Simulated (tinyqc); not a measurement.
Worked calculation: plane-wave Kohn-Sham cycle with exchange-only LDA in a layered model solid. Computed by tinyqc, a small Python program that keeps every step. Settings: points = 16, plane-wave index or count = 3, electrons = 2, k points = 4, area = 12.0, mixing = 0.1, iteration cap = 76, Pulay depth = 3. Command: `OMP_NUM_THREADS=1 python tinyqc.py 30065 30066 out.jsonl` (the two numbers bound the seeds that draw the settings). One thread of a shared host (Intel(R) Xeon(R) Processor @ 2.60GHz), about 0.03 s of CPU time with the checks. Later iterations appear only in the table of the cycle.

## Iteration 1: potential

A solid whose potential varies along x alone (atomic units):
```
parameter                      value
period a                    9.200000
cross-section of the cell  12.000000
electrons per cell                 2
grid points                       16
plane waves -n..n, n               3
k points                           4
V1 in V1 cos(2 pi x/a)     -0.770000
V2 in V2 cos(4 pi x/a)     -0.220000
```

density at the start, on the grid x_j = j a/N (e/bohr^3): 0.01811594  0.01811594  0.01811594  0.01811594  0.01811594  0.01811594  0.01811594  0.01811594  0.01811594  0.01811594  0.01811594  0.01811594  0.01811594  0.01811594  0.01811594  0.01811594

V_H(G) = 4 pi rho(G)/G^2 for G != 0 (uniform background); v_x = -(3 rho/pi)^(1/3); V = V_ext + V_H + v_x; Fourier components f(G_m) = (1/N) sum_j f(x_j) exp(-i G_m x_j).

Potentials on the grid (hartree):
```
x             V_ext       V_H        v_x          V
0.000000  -0.990000  0.000000  -0.258629  -1.248629
0.575000  -0.866951  0.000000  -0.258629  -1.125580
1.150000  -0.544472  0.000000  -0.258629  -0.803101
1.725000  -0.139103  0.000000  -0.258629  -0.397732
2.300000   0.220000  0.000000  -0.258629  -0.038629
2.875000   0.450230  0.000000  -0.258629   0.191601
3.450000   0.544472  0.000000  -0.258629   0.285843
4.025000   0.555824  0.000000  -0.258629   0.297195
4.600000   0.550000  0.000000  -0.258629   0.291371
5.175000   0.555824  0.000000  -0.258629   0.297195
5.750000   0.544472  0.000000  -0.258629   0.285843
6.325000   0.450230  0.000000  -0.258629   0.191601
6.900000   0.220000  0.000000  -0.258629  -0.038629
7.475000  -0.139103  0.000000  -0.258629  -0.397732
8.050000  -0.544472  0.000000  -0.258629  -0.803101
8.625000  -0.866951  0.000000  -0.258629  -1.125580
```

V(G_m), m = 0, 1, 2, ... (hartree): -0.258629  -0.385000  -0.110000  0.000000  0.000000  0.000000  0.000000

## Iteration 1: Hamiltonian at one k

k = 0.125000 2 pi / a

H(m,m') = (k + G_m)^2/2 delta + V(G_m - G_m'), with V(-G) = V(G).

H (hartree):
```
           -3         -2         -1         +0         +1         +2         +3
-3   1.669028  -0.385000  -0.110000   0.000000   0.000000   0.000000   0.000000
-2  -0.385000   0.561263  -0.385000  -0.110000   0.000000   0.000000   0.000000
-1  -0.110000  -0.385000  -0.080075  -0.385000  -0.110000   0.000000   0.000000
+0   0.000000  -0.110000  -0.385000  -0.254985  -0.385000  -0.110000   0.000000
+1   0.000000   0.000000  -0.110000  -0.385000   0.036532  -0.385000  -0.110000
+2   0.000000   0.000000   0.000000  -0.110000  -0.385000   0.794477  -0.385000
+3   0.000000   0.000000   0.000000   0.000000  -0.110000  -0.385000   2.018849
```

## Iteration 1: levels at that k

Diagonalise the Hermitian matrix.

eigenvalues (hartree): -0.849206  -0.144474  0.269332  0.667409  0.881514  1.790257  2.130257

## Iteration 1: new density

Motion across x is left out: the lowest 1 band(s) hold two electrons at each of the k points (j + 1/2)/nk - 1/2. Residual R = rho(out) - rho(in); rho(new) = rho(in) + 0.1 R. rho(out) = 2/(a A nk) sum |psi|^2 with psi = sum c exp(i G x). Harris energy E = band energy - dV sum rho (V_H/2 + v_x) + (3/4) dV sum rho v_x with rho(in), dV = a A/N, band energy = (2/nk) sum of the filled levels.

rho(out) (e/bohr^3): 0.07949217  0.06275320  0.03068814  0.00930144  0.00192271  0.00039224  0.00010636  0.00001688  0.00000093  0.00001688  0.00010636  0.00039224  0.00192271  0.00930144  0.03068814  0.06275320

density after iteration 1 (e/bohr^3): 0.02425357  0.02257967  0.01937316  0.01723449  0.01649662  0.01634357  0.01631498  0.01630604  0.01630444  0.01630604  0.01631498  0.01634357  0.01649662  0.01723449  0.01937316  0.02257967

energy per cell = -1.56861582 hartree

## Iteration 2: potential

As before.

Potentials on the grid (hartree):
```
x             V_ext        V_H        v_x          V
0.000000  -0.990000   0.098423  -0.285046  -1.176623
0.575000  -0.866951   0.086293  -0.278332  -1.058990
1.150000  -0.544472   0.056161  -0.264479  -0.752790
1.725000  -0.139103   0.020383  -0.254365  -0.373084
2.300000   0.220000  -0.012236  -0.250681  -0.042918
2.875000   0.450230  -0.038320  -0.249904   0.162006
3.450000   0.544472  -0.057077  -0.249758   0.237638
4.025000   0.555824  -0.068356  -0.249712   0.237755
4.600000   0.550000  -0.072119  -0.249704   0.228177
5.175000   0.555824  -0.068356  -0.249712   0.237755
5.750000   0.544472  -0.057077  -0.249758   0.237638
6.325000   0.450230  -0.038320  -0.249904   0.162006
6.900000   0.220000  -0.012236  -0.250681  -0.042918
7.475000  -0.139103   0.020383  -0.254365  -0.373084
8.050000  -0.544472   0.056161  -0.264479  -0.752790
8.625000  -0.866951   0.086293  -0.278332  -1.058990
```

V(G_m), m = 0, 1, 2, ... (hartree): -0.258076  -0.350693  -0.107844  -0.000493  -0.000249  -0.000022  0.000018

## Iteration 2: Hamiltonian at one k

k = 0.125000 2 pi / a

As before.

H (hartree):
```
           -3         -2         -1         +0         +1         +2         +3
-3   1.669581  -0.350693  -0.107844  -0.000493  -0.000249  -0.000022   0.000018
-2  -0.350693   0.561816  -0.350693  -0.107844  -0.000493  -0.000249  -0.000022
-1  -0.107844  -0.350693  -0.079521  -0.350693  -0.107844  -0.000493  -0.000249
+0  -0.000493  -0.107844  -0.350693  -0.254432  -0.350693  -0.107844  -0.000493
+1  -0.000249  -0.000493  -0.107844  -0.350693   0.037085  -0.350693  -0.107844
+2  -0.000022  -0.000249  -0.000493  -0.107844  -0.350693   0.795030  -0.350693
+3   0.000018  -0.000022  -0.000249  -0.000493  -0.107844  -0.350693   2.019402
```

## Iteration 2: levels at that k

As before.

eigenvalues (hartree): -0.788753  -0.112949  0.246965  0.650370  0.868327  1.771782  2.113220

## Iteration 2: new density

B (overlaps of the stored error matrices):
```
               1              2
1  1.1008218e-02  9.7683662e-03
2  9.7683662e-03  8.6694004e-03
```

Motion across x is left out: the lowest 1 band(s) hold two electrons at each of the k points (j + 1/2)/nk - 1/2. Residual R = rho(out) - rho(in); rho(new) = rho(in) + 0.1 R; Pulay mixing then takes sum c_i of the stored mixed densities, with c from B_ij = sum R_i R_j as in DIIS. rho(out) = 2/(a A nk) sum |psi|^2 with psi = sum c exp(i G x). Harris energy E = band energy - dV sum rho (V_H/2 + v_x) + (3/4) dV sum rho v_x with rho(in), dV = a A/N, band energy = (2/nk) sum of the filled levels.

rho(out) (e/bohr^3): 0.07828558  0.06216654  0.03101730  0.00980036  0.00217248  0.00047400  0.00013040  0.00002286  0.00000160  0.00002286  0.00013040  0.00047400  0.00217248  0.00980036  0.03101730  0.06216654

DIIS coefficients: -7.800372  8.800372

density after iteration 2 (e/bohr^3): 0.07180375  0.05741759  0.02962043  0.01069218  0.00389084  0.00237776  0.00207195  0.00197624  0.00195733  0.00197624  0.00207195  0.00237776  0.00389084  0.01069218  0.02962043  0.05741759

energy per cell = -1.45488169 hartree

## Convergence

Stop when sqrt(dV sum R^2) is below 1e-8, dV = a A/N.

Course of the cycle:
```
iteration  E (hartree)  norm of the residual
1          -1.56861582              2.76e-01
2          -1.45488169              2.45e-01
3          -1.02873406              5.10e-02
4          -1.08894247              1.74e-01
5          -1.09551157              9.46e-02
6          -1.13435087              1.15e-01
7          -1.02780216              1.55e-02
8          -1.02647514              2.68e-03
9          -1.02651841              2.16e-03
10         -1.02656405              1.29e-03
11         -1.02656151              1.09e-03
...                ...                   ...
37         -1.02657325              1.77e-07
38         -1.02657325              1.54e-07
39         -1.02657325              1.30e-07
40         -1.02657325              9.73e-08
41         -1.02657325              8.23e-08
42         -1.02657325              4.21e-08
43         -1.02657325              3.66e-08
44         -1.02657325              1.78e-08
45         -1.02657325              1.60e-08
46         -1.02657325              1.00e-08
47         -1.02657325              8.71e-09
```

Converged in 47 iterations. Before convergence this energy mixes input and output and is not variational, so it may rise towards its limit.
